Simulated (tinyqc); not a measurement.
Comparisons within one model: smearing for a one-band metal on the simple cubic lattice. A value that a table varies takes the place of the one given here.

Lattice vectors (units of a): a1 = (1, 0, 0), a2 = (0, 1, 0), a3 = (0, 0, 1). E(k) = -t A_1(k) - t2 A_2(k), A_m the sum of cos(k . R) over the 6 nearest and 12 second lattice vectors. Mesh k = sum (j_i/N) b_i, j_i = 0 .. N-1.

With x = (E_k - mu)/sigma: Fermi-Dirac f = 1/(1 + exp(x)), s = -f ln f - (1 - f) ln(1 - f); Gaussian f = erfc(x)/2, s = exp(-x^2)/(2 sqrt(pi)); Methfessel-Paxton (first order) f = erfc(x)/2 - x exp(-x^2)/(2 sqrt(pi)), s = (1 - 2 x^2) exp(-x^2)/(4 sqrt(pi)); cold (Marzari-Vanderbilt) with y = x + 1/sqrt(2), f = erfc(y)/2 + exp(-y^2)/sqrt(2 pi), s = y exp(-y^2)/sqrt(2 pi). With weights w = points/N^d (d the dimension), mu solves 2 sum w f = ne; E = 2 sum w f E_k, S = 2 sum w s, F = E - sigma S.

With x = (E_k - mu)/sigma: Gaussian f = erfc(x)/2, s = exp(-x^2)/(2 sqrt(pi)); Methfessel-Paxton (first order) f = erfc(x)/2 - x exp(-x^2)/(2 sqrt(pi)), s = (1 - 2 x^2) exp(-x^2)/(4 sqrt(pi)). With weights w = points/N^d (d the dimension), mu solves 2 sum w f = ne; E = 2 sum w f E_k, S = 2 sum w s, F = E - sigma S.

With x = (E_k - mu)/sigma: Gaussian f = erfc(x)/2, s = exp(-x^2)/(2 sqrt(pi)). With weights w = points/N^d (d the dimension), mu solves 2 sum w f = ne; E = 2 sum w f E_k, S = 2 sum w s, F = E - sigma S.

Parameters, chosen for this exercise:

| symbol | value | unit | meaning |
|---|---|---|---|
| t | 1.35 | eV | nearest hopping |
| t2 | -0.14 | eV | second hopping |
| ne | 1.07 |  | electrons per cell |
| N | 4 |  | unshifted mesh |
| sigma | 0.27 | eV | width |

## Error of each scheme against the width

All on the dense mesh N = 40. The reference is F of first-order Methfessel-Paxton smearing with sigma = 0.05 t on the mesh N = 40; it moves by 0.09 meV on the mesh N = 50; in three dimensions such meshes can agree by chance and the reference may be off by about 1 meV, so smaller errors are not resolved.

Errors (meV per cell):

| sigma (eV) | FD F | FD (E+F)/2 | Gauss F | Gauss (E+F)/2 | MP F | cold F |
|---|---|---|---|---|---|---|
| 0.135 | -6.40 | -0.11 | -1.04 | -0.05 | -0.04 | 0.01 |
| 0.203 | -14.26 | -0.11 | -2.26 | -0.09 | -0.09 | -0.05 |
| 0.270 | -25.28 | -0.10 | -3.93 | -0.11 | -0.11 | -0.08 |
| 0.405 | -56.75 | -0.15 | -8.71 | -0.11 | -0.11 | -0.05 |
| 0.540 | -100.64 | -0.67 | -15.41 | -0.11 | -0.11 | 0.04 |
| 0.810 | -223.69 | -6.05 | -34.54 | -0.09 | -0.09 | 0.40 |
| 1.080 | -388.49 | -21.86 | -61.34 | -0.07 | -0.06 | 1.15 |

reference = -2.72132 eV

Doubling sigma from 0.270 to 0.540 eV multiplies the error of F by 4.0 (Fermi-Dirac) and 3.9 (Gaussian); a pure sigma^2 term would give 4. At the smallest width Fermi-Dirac errs 6.2 times as much as Gaussian, against 2 pi^2/3 = 6.6 for the ratio of the sigma^2 terms at equal sigma. At the largest width the sizes of the errors rank MP F 0.1, Gauss (E+F)/2 0.1, cold F 1.1, FD (E+F)/2 21.9, Gauss F 61.3, FD F 388.5 meV; below about 1 meV this order, and the ratios at the smallest width, carry the noise of the mesh.

## Mesh against width

Gaussian smearing, (E + F)/2. The reference is F of first-order Methfessel-Paxton smearing with sigma = 0.05 t on the mesh N = 40; it moves by 0.09 meV on the mesh N = 50; in three dimensions such meshes can agree by chance and the reference may be off by about 1 meV, so smaller errors are not resolved.

Errors (meV per cell):

| N | sigma = 0.05 t | sigma = 0.15 t | sigma = 0.4 t |
|---|---|---|---|
| 4 | 84.67 | 84.99 | 87.14 |
| 6 | -9.49 | -12.32 | -18.68 |
| 8 | 18.36 | 16.56 | 13.32 |
| 12 | 4.27 | 3.15 | 0.25 |
| 16 | 1.02 | 0.81 | 0.12 |
| 24 | 0.34 | 0.11 | -0.10 |

reference = -2.72132 eV

First N from which the value stays within 2 meV of its last entry (which need not be the best one): 16 for sigma = 0.05 t, 16 for sigma = 0.15 t, 12 for sigma = 0.4 t. At the last mesh the errors are +0.34, +0.11 and -0.10 meV. The widest smearing converges sooner with the mesh than the narrowest; a level at which its last entries rest, if any, is its bias. The smallest error belongs to 0.05 t on 2, 0.15 t on 0, 0.4 t on 4 of the 6 meshes.

## What moves the results of Gaussian smearing

All sums formed anew. Each row changes one parameter from the base and keeps the others.

Results:

| case | mu (eV) | E (eV) | S | F (eV) |
|---|---|---|---|---|
| base | -0.2424 | -2.6262 | 0.0580 | -2.6418 |
| N = 8 | -0.1258 | -2.6993 | 0.0469 | -2.7119 |
| sigma = 0.54 eV | -0.2057 | -2.5991 | 0.1298 | -2.6692 |
| ne = 1.17 | -0.0316 | -2.6357 | 0.0719 | -2.6551 |
| t2 = -0.005 eV | 0.0424 | -2.5322 | 0.1691 | -2.5779 |
| t = 1.485 eV | -0.2424 | -2.8793 | 0.0580 | -2.8949 |

The largest shifts from the base row, up to three for each result and ties (the steps differ in size, so this ranks the rows, not the parameters). mu (eV): t2 +0.2848, ne +0.2108, N +0.1166; unchanged at the printed digits by t. E (eV): t -0.2531, t2 +0.0939, N -0.0731. S: t2 +0.1111, sigma +0.0718, ne +0.0138; unchanged at the printed digits by t. F (eV): t -0.2531, N -0.0701, t2 +0.0640.

(tinyqc, `OMP_NUM_THREADS=1 python tinyqc.py 1680273 1680274 out.jsonl`, Intel(R) Xeon(R) Processor @ 2.30GHz, 1 thread, shared host, about 0.3 s.)
